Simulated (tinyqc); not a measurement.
Series resistance and length offset from two lengths at two overdrives.

Inverse problem. In strong inversion R W = Rsd + k(x)(L - dL), k(x) = (1 + th1 x)/(mu0 Cox x), x the overdrive, Cox = eps0 eox/tox, with Rsd and dL independent of x. Find dL, Rsd, mu0 and th1.

Values chosen for this exercise:
- eox = 3.9 (relative permittivity of the gate insulator (close to silicon dioxide))
- tox = 3.2 nm (insulator thickness)

Constants: eps0 = 8.8541878128e-14 F/cm where lengths are in cm. Results are converted to the units shown.

total resistance times width (ohm um):
```
,L = 0.065 um,L = 0.82 um
overdrive 0.43 V,1399.85544,21254.1726
overdrive 1.17 V,634.093038,8925.39791
```

Answer. At each overdrive R W is a straight line in L; the two lines cross at L = dL, R W = Rsd. Their slopes give k x = (1 + th1 x)/(mu0 Cox), a straight line in x.

dL = 0.0150 um
Rsd = 85.0 ohm um
mu0 = 89.0 cm^2/(V s)
th1 = 0.200 1/V

tinyqc, about 0.01 s, one thread, Intel Xeon 2.30GHz (shared host): `OMP_NUM_THREADS=1 python tinyqc.py 2210061 2210062 out.jsonl`
